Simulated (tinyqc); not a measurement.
Plane-wave Kohn-Sham cycle with exchange-only LDA in a layered model solid, step by step. One step of it, computed by the program tinyqc.

Task: Iteration 1: Hamiltonian at one k. H(m,m') = (k + G_m)^2/2 delta + V(G_m - G_m'), with V(-G) = V(G).

A solid whose potential varies along x alone (atomic units):
```
parameter                      value
period a                    9.700000
cross-section of the cell  33.000000
electrons per cell                 4
grid points                       16
plane waves -n..n, n               3
k points                           4
V1 in V1 cos(2 pi x/a)     -0.200000
```

V(G_m), m = 0, 1, 2, ... (hartree): -0.228515  -0.100000  0.000000  0.000000  0.000000  0.000000  0.000000

k = 0.125000 2 pi / a

Give: H.

Result:

H (hartree):
```
         -3       -2       -1       +0       +1       +2       +3
-3   1.5055  -0.1000   0.0000   0.0000   0.0000   0.0000   0.0000
-2  -0.1000   0.5090  -0.1000   0.0000   0.0000   0.0000   0.0000
-1   0.0000  -0.1000  -0.0679  -0.1000   0.0000   0.0000   0.0000
+0   0.0000   0.0000  -0.1000  -0.2252  -0.1000   0.0000   0.0000
+1   0.0000   0.0000   0.0000  -0.1000   0.0370  -0.1000   0.0000
+2   0.0000   0.0000   0.0000   0.0000  -0.1000   0.7188  -0.1000
+3   0.0000   0.0000   0.0000   0.0000   0.0000  -0.1000   1.8202
```
